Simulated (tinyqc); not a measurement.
Inside a calculation. Method: coupled-perturbed Hartree-Fock on RHF in the sto-6g basis, for H6, spin multiplicity 1. One step of it, computed by the program tinyqc.

Task: Response to a field: uncoupled start. Field along z; U_ai = -mu_ai / (e_a - e_i), alpha = -4 sum U_ai mu_ai.

orbital energies (hartree): MO1 -0.720298, MO2 -0.615482, MO3 -0.477807, MO4 0.471217, MO5 0.815501, MO6 1.271421

dipole integrals <a|z|i> (bohr):
```
           i1        i2         i3
a4   0.048554  0.000000  -1.582208
a5   0.000000  0.663024   0.000000
a6  -0.285825  0.000000   0.038474
```

Give: uncoupled U; uncoupled polarisability.

Result:

uncoupled U:
```
        i1      i2      i3
a4  -0.041   0.000   1.667
a5   0.000  -0.463   0.000
a6   0.144   0.000  -0.022
```

uncoupled polarisability = 11.956 bohr^3
